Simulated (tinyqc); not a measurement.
Sp3 tight binding, zinc-blende lattice, step by step. One step of it, computed by the program tinyqc.

Question. Levels at X. Diagonalise the Hermitian matrix.

H(k) at X (eV):
```
                     a s                a px                a py                a pz
a s           -15.220000            0.000000            0.000000            0.000000
a px            0.000000           -6.540000            0.000000            0.000000
a py            0.000000            0.000000           -6.540000            0.000000
a pz            0.000000            0.000000            0.000000           -6.540000
c s             0.000000  0.000000+6.699920i            0.000000            0.000000
c px  0.000000-6.699920i            0.000000            0.000000            0.000000
c py            0.000000            0.000000            0.000000  0.000000-7.763642i
c pz            0.000000            0.000000  0.000000-7.763642i            0.000000

                     c s                c px                c py                c pz
a s             0.000000  0.000000+6.699920i            0.000000            0.000000
a px  0.000000-6.699920i            0.000000            0.000000            0.000000
a py            0.000000            0.000000            0.000000  0.000000+7.763642i
a pz            0.000000            0.000000  0.000000+7.763642i            0.000000
c s           -15.220000            0.000000            0.000000            0.000000
c px            0.000000           -6.540000            0.000000            0.000000
c py            0.000000            0.000000           -6.540000            0.000000
c pz            0.000000            0.000000            0.000000           -6.540000
```

Give: eigenvalues.

Answer.

eigenvalues (eV): -18.8628  -18.8628  -14.3036  -14.3036  -2.8972  -2.8972  1.2236  1.2236
